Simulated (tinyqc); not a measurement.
Spin coating of a resist or spin-on film: centrifugal thinning, evaporation and the final thickness (Emslie and Meyerhofer models): one step, computed by the program tinyqc. Command: `OMP_NUM_THREADS=1 python tinyqc.py 3112748 3112749 out.jsonl spincoat walk`. One thread of a shared host (Intel(R) Xeon(R) Processor @ 2.30GHz), about 0.09 s of CPU time with the checks.

A Newtonian film stays uniform over the wafer; solvent and solids have the same density and the concentration is uniform through the thickness.

Problem. Rates. omega = 2 pi f/60; nu(c) = nu_s + k c^gamma; evaporation rate e = e0 sqrt(f/1000 rpm). Flow constant K = 2 omega^2/(3 nu(c0)); Reynolds number of the air omega R^2/nu_air with nu_air = 15 mm^2/s.

Inputs (values chosen for the exercise, of the order of those of a polymer resist in an ester solvent):

| quantity | value | unit |
|---|---|---|
| solids volume fraction c0 | 0.089 | - |
| kinematic viscosity of the solvent nu_s | 0.81 | mm^2/s |
| viscosity constant k | 1500 | mm^2/s |
| viscosity exponent gamma | 3 | - |
| spin speed f | 1500 | rpm |
| evaporation rate at 1000 rpm e0 | 0.26 | micrometre/s |
| wafer radius R | 100 | mm |

Give: omega; nu(c0); evaporation rate e; flow constant K; Reynolds number of the air.

Solution.

omega = 157.08 1/s

nu(c0) = 1.8675 mm^2/s

evaporation rate e = 0.31843 micrometre/s

flow constant K = 0.0088084 1/(micrometre^2 s)

Reynolds number of the air = 1.0472e+05
